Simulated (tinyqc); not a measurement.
# Kinetic Monte Carlo and master equation for a particle on a ring of sites with traps and bias, step by step

A worked calculation. Computed by tinyqc, a small Python program that keeps every step. Command: `OMP_NUM_THREADS=1 python tinyqc.py 3012234 3012235 out.jsonl kmc walk`. One thread of a shared host (Intel(R) Xeon(R) Processor @ 2.30GHz), about 0.08 s of CPU time with the checks. Intermediate numbers are printed to about 6 digits and carried at full precision; extremes and crossings named in words are read from the listed rows.

5 sites on a ring, numbered 1 to 5. The saddle between i and i+1 lies at E0 + s b_i and site i at s eps_i; a force F tilts the landscape, with the saddle half-way.

Inputs (values chosen for the exercise, for a model defect):
```
quantity                         value         unit
reference barrier E0              0.43           eV
scale factor s of the disorder       1            -
attempt frequency nu                19          THz
temperature T                      390            K
site spacing a                     2.9     angstrom
force F along the ring           0.022  eV/angstrom
seed of the random numbers      789555            -
```

Disorder: random barriers.

site energies eps_i (eV): 0  0  0  0  0

saddle shifts b_i between sites i and i+1 (eV): 0.02  -0.0021  0.019  0.011  -0.02

Constants: k_B = 8.617333262e-05 eV/K.

## Rate table

Rates: k(i to i+1) = nu exp(-(E0 + s b_i - s eps_i - F a/2)/(k_B T)), k(i to i-1) = nu exp(-(E0 + s b_(i-1) - s eps_i + F a/2)/(k_B T)). Share right = k right/(k right + k left); mean stay = 1/(k right + k left).

Rates, shares of right hops and mean stays:
```
site  k right (1/s)  k left (1/s)  share right  mean stay (s)
1       7.51368e+07   3.70081e+07     0.669997    8.91703e-09
2       1.45024e+08   1.12563e+07     0.927974    6.39875e-09
3       7.74061e+07   2.17262e+07     0.780836    1.00875e-08
4       9.82100e+07   1.15963e+07     0.894393    9.10695e-09
5       2.47032e+08   1.47129e+07     0.943789    3.82051e-09
```

The particle stays longest on site 3, 2.6 times as long as on the quickest site.

## Twelve steps of the residence-time algorithm

Random numbers:
```
step      r1      r2
1     0.0398  0.2917
2     0.5465  0.8328
3     0.6307  0.0054
4     0.5309  0.4077
5     0.3641  0.4925
6     0.2002  0.7115
7     0.5660  0.3262
8     0.6145  0.1882
9     0.9701  0.5023
10    0.4550  0.7814
11    0.8348  0.3551
12    0.4746  0.1677
```

Start on site 1 at t = 0. Hop right if r1 is below the share right, else left; advance the clock by -ln(r2) times the mean stay.

Trajectory:
```
step  site    hop     wait (s)    clock (s)  net hops
1        1  right  1.09860e-08  1.09860e-08         1
2        2  right  1.17073e-09  1.21568e-08         2
3        3  right  5.26705e-08  6.48273e-08         3
4        4  right  8.17097e-09  7.29983e-08         4
5        5  right  2.70592e-09  7.57042e-08         5
6        1  right  3.03518e-09  7.87394e-08         6
7        2  right  7.16817e-09  8.59075e-08         7
8        3  right  1.68487e-08  1.02756e-07         8
9        4   left  6.27066e-09  1.09027e-07         7
10       3  right  2.48827e-09  1.11515e-07         8
11       4  right  9.42893e-09  1.20944e-07         9
12       5  right  6.82183e-09  1.27766e-07        10
```

## Steady state

Master equation dP/dt = W P, W_(i+1,i) = k right, W_(i-1,i) = k left, columns summing to zero. The steady state is its null vector; drift v = a sum P_i (k right - k left). D = a^2 lambda''(0)/2, where lambda(q) is the leading eigenvalue of W with right hops weighted by exp(q) and left hops by exp(-q). The slowest relaxation rate is minus the real part of the next eigenvalue of W. 1 angstrom = 1e-8 cm.

occupations P_i: 0.263375  0.163028  0.261850  0.199612  0.112135

drift velocity v = 2.60333 cm/s

diffusivity D = 5.53728e-08 cm^2/s

slowest relaxation rate = 9.28719e+07 1/s

The Boltzmann occupations exp(-s eps_i/(k_B T))/Z differ from these by at most 0.088: the current piles particles up in front of high saddles.

## Closed form at zero force

At zero force D0 = a^2 nu exp(-E0/(k_B T)) / [<exp(-s eps/(k_B T))> <exp(s b/(k_B T))>], with means over the ring; Einstein relation v = D0 F/(k_B T); 1 angstrom = 1e-8 cm.

zero-force diffusivity D0 = 3.43704e-08 cm^2/s

D0 over the value without disorder = 0.775021

Einstein drift = 2.24993 cm/s

F a/(k_B T) = 1.898; the true drift is 1.1571 times the Einstein value.

## Sampled drift against the exact one

400 independent walkers start on sites drawn with weights P_i (k right + k left), the steady shares of hops (random numbers not printed); the estimate is total displacement over total time, with its standard error from the spread between walkers.

Drift from sampling:
```
hops per walker  estimate (cm/s)  standard error (cm/s)  deviation in standard errors
10                       2.69292              0.0615896                       1.45448
30                       2.68064              0.0352788                       2.19139
100                      2.64300              0.0198141                       2.00192
300                      2.62994              0.0116753                       2.27865
1000                     2.60751              0.0061608                       0.67719
3000                     2.60646              0.0035966                       0.86782
```

The exact drift is 2.603 cm/s. The standard error falls by a factor 3.22 from 100 to 1000 hops (sqrt10 = 3.16), and in the last row it is 0.14 % of the drift.

Checks made by the program: closed form against the master equation at zero force (relative difference 5e-07).
